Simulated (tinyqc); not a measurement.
Inside a calculation. Model: abrupt p-n junction, non-linear Poisson equation by Newton steps.

Computed by the program tinyqc: `OMP_NUM_THREADS=1 python tinyqc.py 2000040 2000041 out.jsonl`, one thread of a shared Intel Xeon 2.30GHz, about 0.02 s for the whole run. Printed values are rounded; ~0 in a residual or rate marks an entry under 1e-11 of the largest of its column.

One dimension, p side on the left, n side on the right; net doping C = -Na for x < 0 and +Nd for x > 0. The potential psi is counted from the intrinsic level, and the quasi-Fermi potentials are flat: 0 for holes and -V for electrons, so n = ni exp((psi + V)/Vt) and p = ni exp(-psi/Vt) (Boltzmann statistics, full ionisation, no current). Under reverse bias this makes the minority densities vanishingly small everywhere; they play no part in the charge.

Inputs (values chosen for the exercise); band and dielectric values close to those of gallium arsenide: temperature T = 300 K; band gap Eg = 1.43 eV; relative permittivity eps_r = 12.7; conduction-band density of states at T Nc = 4.31e17 cm^-3; valence-band density of states at T Nv = 8.85e18 cm^-3; acceptor density of the p side Na = 5.3e16 cm^-3; donor density of the n side Nd = 2.5e15 cm^-3; bias of the p side against the n side V = -0.9 V.

Constants: q = 1.602176634e-19 C, kB = 1.380649e-23 J/K, Vt = kB T/q, eps0 = 8.8541878128e-14 F/cm where lengths are in cm. Results are converted to the units shown.

## Intrinsic density, end potentials and Debye lengths

ni = sqrt(Nc Nv) exp(-Eg/(2 Vt)), Eg in volts; psi_p = -Vt ln(Na/ni), psi_n = Vt ln(Nd/ni) - V; Debye length sqrt(eps0 eps_r Vt/(q N)).

ni = 1.90212e6 cm^-3
psi_p = -0.621756 V
psi_n = 1.44280 V
Debye length, p side = 18.5025 nm
Debye length, n side = 85.1919 nm

## Net doping on the mesh

```
node,x (nm)
0,-204
1,-167
2,-133
3,-103
4,-75.7
5,-51.1
6,-29
7,-9
8,9
9,44.7
10,115
11,256
12,533
13,1080
14,2170
```

C = -Na for x < 0 and +Nd for x > 0, taken at the nodes.

```
node,net doping C (cm^-3)
0,-5.3e16
1,-5.3e16
2,-5.3e16
3,-5.3e16
4,-5.3e16
5,-5.3e16
6,-5.3e16
7,-5.3e16
8,2.5e15
9,2.5e15
10,2.5e15
11,2.5e15
12,2.5e15
13,2.5e15
14,2.5e15
```

## Couplings between neighbouring nodes

a_i = eps0 eps_r/h_i for the interval from node i to i + 1, with h_i = x_(i+1) - x_i in cm.

```
interval,coupling a_i (F/cm^2)
0,3.03914e-7
1,3.30730e-7
2,3.74827e-7
3,4.11898e-7
4,4.57106e-7
5,5.08815e-7
6,5.62241e-7
7,6.24712e-7
8,3.14981e-7
9,1.59955e-7
10,7.97505e-8
11,4.05950e-8
12,2.05573e-8
13,1.03163e-8
```

## Starting potential

The parabolas of an abrupt Na-Nd junction in the depletion approximation: psi_p + q Na (x + xp)^2/(2 eps0 eps_r) for -xp < x < 0, psi_n - q Nd (xn - x)^2/(2 eps0 eps_r) for 0 < x < xn, flat outside, with W = sqrt(2 eps0 eps_r (psi_n - psi_p)(1/Na + 1/Nd)/q), xp = W Nd/(Na + Nd), xn = W Na/(Na + Nd), psi_p = -Vt ln(Na/ni), psi_n = Vt ln(Nd/ni) - V.

```
node,psi at the start (V)
0,-0.62176
1,-0.62176
2,-0.62176
3,-0.62176
4,-0.62176
5,-0.62176
6,-0.60569
7,-0.55943
8,-0.49517
9,-0.36479
10,-0.12132
11,0.31394
12,0.96282
13,1.44280
14,1.44280
```

## Iteration 1: densities, residual and Jacobian diagonal

n_i = ni exp((psi_i + V)/Vt), p_i = ni exp(-psi_i/Vt), rho_i = p_i - n_i + C_i, g_i = (n_i + p_i)/Vt. Box widths w_i = (h_(i-1) + h_i)/2 in cm. Residual F_i = a_i (psi_(i+1) - psi_i) - a_(i-1) (psi_i - psi_(i-1)) + q rho_i w_i; Jacobian: a_(i-1) and a_i beside the diagonal, b_i = -a_(i-1) - a_i - q g_i w_i on it. The two end nodes are fixed.

```
node,n (cm^-3),p (cm^-3)
0,5.18642e-20,5.3e16
1,5.18642e-20,5.3e16
2,5.18642e-20,5.3e16
3,5.18642e-20,5.3e16
4,5.18642e-20,5.3e16
5,5.18642e-20,5.3e16
6,9.65598e-20,2.84674e16
7,5.77981e-19,4.75587e15
8,6.94029e-18,3.96064e14
9,1.07563e-15,2.55553e12
10,1.32370e-11,2.07661e8
11,2.71584e-4,10.1214
12,2.16049e7,1.27230e-10
13,2.5e15,1.09952e-18
14,2.5e15,1.09952e-18
```

```
node,residual F (C/cm^2),diagonal b (F/cm^2)
1,~0,-1.80070e-6
2,~0,-1.75665e-6
3,~0,-1.72778e-6
4,~0,-1.72138e-6
5,8.17559e-9,-1.73289e-6
6,9.55927e-9,-1.44243e-6
7,-5.52967e-10,-1.24295e-6
8,2.17110e-9,-9.46284e-7
9,2.17004e-12,-4.75020e-7
10,3.51508e-16,-2.39705e-7
11,~0,-1.20345e-7
12,2.84297e-11,-6.11523e-8
13,-9.86717e-9,-1.29904e-6
```

## Iteration 1: Newton step

Solve the tridiagonal system a_(i-1) d_(i-1) + b_i d_i + a_i d_(i+1) = -F_i for nodes 1 to 13, with d = 0 on fixed nodes. Each component d is damped to sign(d) Vt ln(1 + |d|/Vt) before it is added.

```
node,"Newton step d, before damping (V)"
1,0.0000303
2,0.0001651
3,0.0007469
4,0.0029826
5,0.0105591
6,0.0172140
7,0.0176049
8,0.0204200
9,0.0195378
10,0.0177973
11,0.0143063
12,0.0074481
13,-0.0074779
```

```
node,psi after iteration 1 (V)
0,-0.62176
1,-0.62173
2,-0.62159
3,-0.62102
4,-0.61893
5,-0.61290
6,-0.59249
7,-0.54600
8,-0.48012
9,-0.35024
10,-0.10778
11,0.32533
12,0.96936
13,1.43624
14,1.44280
```

## Iteration 2: densities, residual and Jacobian diagonal

As before.

```
node,n (cm^-3),p (cm^-3)
0,5.18642e-20,5.3e16
1,5.19250e-20,5.29379e16
2,5.21953e-20,5.26637e16
3,5.33625e-20,5.15118e16
4,5.78479e-20,4.75177e16
5,7.30477e-20,3.76302e16
6,1.60856e-19,1.70886e16
7,9.71579e-19,2.82921e15
8,1.24223e-17,2.21280e14
9,1.88854e-15,1.45551e12
10,2.23497e-11,1.22991e8
11,4.21877e-4,6.51564
12,2.78294e7,9.87731e-11
13,1.93910e15,1.41757e-18
14,2.5e15,1.09952e-18
```

```
node,residual F (C/cm^2),diagonal b (F/cm^2)
1,-1.20873e-13,-1.79934e-6
2,-2.50234e-12,-1.74998e-6
3,-3.79860e-11,-1.70136e-6
4,-3.81888e-10,-1.63321e-6
5,1.87678e-9,-1.51047e-6
6,3.64499e-9,-1.29399e-6
7,-2.57095e-10,-1.22027e-6
8,9.25457e-10,-9.43375e-7
9,-3.70463e-12,-4.74983e-7
10,-1.01706e-11,-2.39705e-7
11,-2.46713e-11,-1.20345e-7
12,-4.46099e-11,-6.11523e-8
13,-2.17430e-9,-1.01451e-6
```

## Iteration 2: Newton step

As before.

```
node,"Newton step d, before damping (1e-3 V)"
1,0.00946
2,0.05183
3,0.24030
4,1.03762
5,4.32627
6,8.22230
7,8.52536
8,9.66429
9,9.09801
10,8.00879
11,5.95167
12,2.51812
13,-2.09217
```

```
node,psi after iteration 2 (V)
0,-0.62176
1,-0.62172
2,-0.62154
3,-0.62078
4,-0.61792
5,-0.60890
6,-0.58536
7,-0.53863
8,-0.47191
9,-0.34245
10,-0.10080
11,0.33069
12,0.97177
13,1.43422
14,1.44280
```

## Iteration 3: densities, residual and Jacobian diagonal

As before.

```
node,n (cm^-3),p (cm^-3)
0,5.18642e-20,5.3e16
1,5.19440e-20,5.29186e16
2,5.23000e-20,5.25584e16
3,5.38585e-20,5.10374e16
4,6.01698e-20,4.56841e16
5,8.52721e-20,3.22356e16
6,2.12017e-19,1.29650e16
7,1.29198e-18,2.12758e15
8,1.70661e-17,1.61068e14
9,2.55317e-15,1.07662e12
10,2.92735e-11,9.39007e7
11,5.19002e-4,5.29632
12,3.05402e7,9.00061e-11
13,1.79392e15,1.53229e-18
14,2.5e15,1.09952e-18
```

```
node,residual F (C/cm^2),diagonal b (F/cm^2)
1,-1.20313e-14,-1.79891e-6
2,-2.71703e-13,-1.74789e-6
3,-5.47648e-12,-1.69294e-6
4,-1.01287e-10,-1.60372e-6
5,9.23182e-11,-1.43241e-6
6,7.85827e-10,-1.24019e-6
7,-7.29983e-11,-1.21201e-6
8,2.42293e-10,-9.42373e-7
9,-4.07270e-12,-4.74971e-7
10,-8.46639e-12,-2.39705e-7
11,-1.53476e-11,-1.20345e-7
12,-1.54686e-11,-6.11523e-8
13,-1.58927e-10,-9.40867e-7
```

## Iteration 3: Newton step

As before.

```
node,"Newton step d, before damping (1e-3 V)"
1,0.00154
2,0.00841
3,0.03857
4,0.16418
5,0.76283
6,1.81858
7,1.92342
8,2.21177
9,2.03324
10,1.70760
11,1.16062
12,0.46414
13,-0.15877
```

```
node,psi after iteration 3 (V)
0,-0.62176
1,-0.62171
2,-0.62153
3,-0.62074
4,-0.61775
5,-0.60815
6,-0.58360
7,-0.53678
8,-0.46979
9,-0.34049
10,-0.09915
11,0.33182
12,0.97223
13,1.43407
14,1.44280
```

## Course of the Newton iteration

Stop when the largest undamped |d| is below 1e-9 V, or after 80 iterations.

Course of the iteration:
```
iteration,largest |F| (C/cm^2),largest |d| (V),at node
1,9.87e-9,0.0204,8
2,3.64e-9,9.66e-3,8
3,7.86e-10,2.21e-3,8
4,4.17e-11,1.20e-4,8
5,1.05e-13,3.47e-7,8
6,9.11e-19,2.75e-12,8
```

Converged in 6 iterations. Once the step is below 0.1 Vt, 3 more iteration(s) reach the threshold: near the solution the error is roughly squared each time.

## Converged densities, field and charge

```
node,converged psi (V)
0,-0.62176
1,-0.62171
2,-0.62153
3,-0.62074
4,-0.61775
5,-0.60812
6,-0.58351
7,-0.53668
8,-0.46967
9,-0.34038
10,-0.09907
11,0.33187
12,0.97225
13,1.43406
14,1.44280
```

n and p as above; field E_i = -(psi_(i+1) - psi_i)/h_i on each interval; charge on either side of the peak Q = eps0 eps_r |E|max (Gauss).

```
node,n (cm^-3),p (cm^-3)
0,5.18642e-20,5.3e16
1,5.19472e-20,5.29153e16
2,5.23176e-20,5.25407e16
3,5.39417e-20,5.09587e16
4,6.05651e-20,4.53859e16
5,8.78794e-20,3.12792e16
6,2.27726e-19,1.20707e16
7,1.39343e-18,1.97268e15
8,1.86125e-17,1.47686e14
9,2.76524e-15,9.94053e11
10,3.13057e-11,8.78051e7
11,5.43327e-4,5.05920
12,3.11121e7,8.83514e-11
13,1.78293e15,1.54173e-18
14,2.5e15,1.09952e-18
```

```
interval,field E (kV/cm)
0,-0.0112
1,-0.0540
2,-0.2634
3,-1.0967
4,-3.9119
5,-11.1383
6,-23.4140
7,-37.2278
8,-36.2149
9,-34.3263
10,-30.5630
11,-23.1183
12,-8.4427
13,-0.0802
```

peak |E| = 37.2278 kV/cm
charge Q = 41.8620 nC/cm^2

## Check against the exact first integral and the depletion approximation

ni = sqrt(Nc Nv) exp(-Eg/(2 Vt)), Eg in volts. Exact first integral for an abrupt junction with thick neutral sides: psi_p = -Vt ln(Na/ni), psi_n = Vt ln(Nd/ni) - V, psi_j = (Nd psi_n + Na psi_p - Vt (Nd - Na))/(Na + Nd) at the junction, n_j = ni exp((psi_j + V)/Vt), p_j = ni exp(-psi_j/Vt), and E_j^2 = (2 q/(eps0 eps_r)) [Nd (psi_n - psi_j - Vt) + Vt (n_j + p_j)] (minority densities of the neutral sides neglected). Depletion approximation: Vbi = Vt ln(Na Nd/ni^2), W = sqrt(2 eps0 eps_r (Vbi - V)(1/Na + 1/Nd)/q), xp = W Nd/(Na + Nd), xn = W Na/(Na + Nd), peak field 2 (Vbi - V)/W, capacitance eps0 eps_r/W.

psi_j = -0.505235 V
exact field at the junction = 37.0632 kV/cm
Vbi = 1.16456 V
W = 1101.76 nm
peak field in the depletion approximation = 37.4774 kV/cm

The depletion approximation gives a peak field 1.1 % above the exact one, since it leaves out the Debye tails of the majority carriers at the edges of the depleted layer. The 15-node mesh above gave 37.23 kV/cm on the interval that holds the junction, 0.44 % above the exact value.
